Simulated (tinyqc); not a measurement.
Comparisons within one model: donor near an oxide interface in a gate field (two-state model). A value that a table varies takes the place of the one given here.

Interface at z = 0 (hard wall), donor at z = d, field F pulling electrons to the interface: potential e F z; 1 kV/cm = 1e-5 eV/angstrom, c = hbar^2/2m0, q = e^2/(4 pi eps0), Q = (eps - eo)/(eps + eo). Donor state: E_D = e F d - ED - q Q/(4 eps d), the last term joining the images of ion and electron. Interface state: z exp(-b z/2) exp(-rho^2/(2 L^2)) with E_z = c b^2/(4 mz) + 3 e F/b + q Q b/(8 eps), minimised over b; in the plane at z = 3/b the ion (distance D = d - 3/b) and its image (D' = d + 3/b) give E_rho = c/(mt L^2) - (q/eps)(sqrt(pi)/L)[erfcx(D/L) + Q erfcx(D'/L)], erfcx(x) = exp(x^2) erfc(x), minimised over L. E_I = E_z + E_rho.

The two states couple by t = t0 exp(-D/aD) with t0 = q/(eps aD) (2 aD/L) sqrt(aD b/2) v, v a valley factor; this form is an estimate. With detuning u = E_D - E_I the splitting is sqrt(u^2 + 4 t^2) and the lower state has weight (1 - u/sqrt(u^2 + 4 t^2))/2 on the donor.

Constants: hbar^2/2m0 = 3.80998211 eV angstrom^2; e^2/(4 pi eps0) = 14.39964547 eV angstrom.

Inputs chosen for the exercise (near those of a donor in Si below SiO2, static dielectric constants; the results hold for these values, not for the real material):
- d = 140 angstrom (depth of the donor)
- ED = 30.9 meV (bulk binding energy)
- mz = 0.913 m0 (mass across the interface)
- mt = 0.191 m0 (mass in the plane)
- eps = 11.3 (dielectric constant of the semiconductor)
- eo = 3.9 (dielectric constant of the oxide)
- aD = 17.5 angstrom (donor radius)
- v = 0.53 (valley factor)
- Fl = (31.69, 32.176, 32.37, 32.467, 32.564, 32.758, 33.244) kV/cm (fields)
- dl = (60, 80, 105, 135, 170, 215, 270) angstrom (depths)

## Sweeping the field

Both levels, the splitting, the donor weight and the mean depth w d + (1 - w) 3/b.

Results:
```
F (kV/cm)  E_D (meV)  E_I (meV)  splitting (meV)  donor weight  mean depth (angstrom)
31.690        12.358     13.074            0.722         0.996                  139.6
32.176        13.039     13.307            0.284         0.972                  137.4
32.370        13.310     13.400            0.129         0.848                  125.5
32.467        13.446     13.446           0.0924         0.501                   92.5
32.564        13.582     13.492            0.128         0.152                   59.2
32.758        13.853     13.584            0.284         0.027                   47.2
33.244        14.534     13.814            0.726         0.004                   44.8
```

How do the results move?

E_D rises by 1.40 and E_I by 0.48 meV per kV/cm, so they cross once, near 32.5 kV/cm, where the splitting is 2t = 0.0924 meV. The donor weight passes from 0.85 to 0.15 while the detuning goes from -2t to 2t, a window of 0.2 kV/cm or 0.62 % of the field; across the table the charge moves by 95 angstrom.

## Depth of the donor

Critical field, and the coupling, E_rho and L at that field.

Results:
```
d (angstrom)  critical field (kV/cm)  e F d/ED  t (meV)  E_rho (meV)  L (angstrom)
60                              92.4     1.795      4.5       -23.94            52
80                              63.9     1.654      1.4       -18.40            64
105                             45.7     1.555     0.33       -14.32            79
135                             33.9     1.481    0.061       -11.35            95
170                             25.9     1.424   0.0087        -9.16           112
215                             19.7     1.374  0.00072        -7.36           133
270                             15.2     1.332  3.5e-05        -5.94           157
```

What does this show?

The critical field falls from 92 to 15 kV/cm, with exponent -1.20 in d, while t drops by a factor 1.3e+05, about e for each 18 angstrom at the end (aD = 17.5). One lattice plane (1.36 angstrom) of misplacement changes t by 7 % and the critical field by about 1.6 % at 105 angstrom.

## What each parameter does

Critical field (E_D = E_I), and t and L there. Each row changes one parameter from the base and keeps the others.

Results:
```
case                critical field (kV/cm)  t (meV)  L (angstrom)
base                                  32.5   0.0462          97.1
d = 130 angstrom                      35.4   0.0808          92.0
ED = 36.9 meV                         38.8   0.0399          98.5
aD = 19.2 angstrom                    32.5   0.0784          97.1
mz = 0.776 m0                         33.2   0.0497          96.4
mt = 0.22 m0                          32.1   0.0492          92.0
eo = 5.8                              31.4   0.0420          99.6
eps = 12                              33.0   0.0418          99.4
```

What can be read from the table?

The largest shifts from the base row, up to three for each result and ties (the steps differ in size, so this ranks the rows, not the parameters). critical field (kV/cm): ED +6.4, d +3.0, eo -1.1; unchanged at the printed digits by aD. t (meV): d +0.0346, aD +0.0321, ED -0.00632. L (angstrom): mt -5.2, d -5.2, eo +2.4; unchanged at the printed digits by aD.

tinyqc: `OMP_NUM_THREADS=1 python tinyqc.py 1251965 1251966 out.jsonl`; about 0.08 s, one thread, shared Intel(R) Xeon(R) Processor @ 2.30GHz.
